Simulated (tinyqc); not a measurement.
n-type polysilicon, carrier trapping at grain boundaries: one step of the calculation.

One-dimensional grains of size Lg, uniform ionised doping N, monovalent traps Qt at each boundary at a depth Et below (for electrons) or above (for holes) the band edge there, abrupt depletion of width W on each side of a boundary, Boltzmann statistics. xi is the distance from the band edge at the grain centre to the Fermi level. Trapped charge Qt/(1 + exp((xi + VB - Et)/Vt)) = 2 N W, barrier VB = q N W^2/(2 eps0 eps_r).

Task. Resistivity and effective mobility. n0 = NB exp(-xi/Vt); mean density n0 (1 - 2 W/Lg) by charge balance in a partly depleted grain, and n0 (sqrt(pi)/2) erf(u)/u with u = sqrt(VB/Vt) in a fully depleted one; v = sqrt(kB T/(2 pi ms m0)); barrier resistivity Vt exp(VB/Vt)/(q fe n0 v Lg); grain resistivity (1 - 2 W/Lg)/(q n0 mug); effective mobility 1/(q mean density total resistivity).

Values chosen for this exercise; values of the order met in polycrystalline silicon:
```
symbol,value,unit,meaning
T,250,K,temperature
NB,2.13e19,cm^-3,conduction-band density of states at T
Lg,65,nm,grain size
ms,0.6,m0,mass for thermionic emission
fe,1,,correction factor of the emission rate
mug,180,cm^2/(V s),mobility inside the grains
```

Constants: q = 1.602176634e-19 C, kB = 1.380649e-23 J/K, m0 = 9.1093837015e-31 kg, Vt = kB T/q. Results are converted to the units shown.

W = 32.5 nm
xi = 0.36325213 V
VB = 0.12251910 V

Find: n0; mean density; v; barrier resistivity; grain resistivity; resistivity; effective mobility.

Result.

n0 = 1.0128e12 cm^-3
mean density = 3.7611e11 cm^-3
v = 3.1703e6 cm/s
barrier resistivity = 1.9007e6 ohm cm
grain resistivity = 0.0000 ohm cm
resistivity = 1.9007e6 ohm cm
effective mobility = 8.7307 cm^2/(V s)

The resistivity is 8.22e6 times that of a single crystal with the same N and mobility mug, and the mean density is 2.51e-4 % of N.

tinyqc, about 0.01 s, one thread, Intel Xeon 2.30GHz (shared host): `OMP_NUM_THREADS=1 python tinyqc.py 2830178 2830179 out.jsonl`
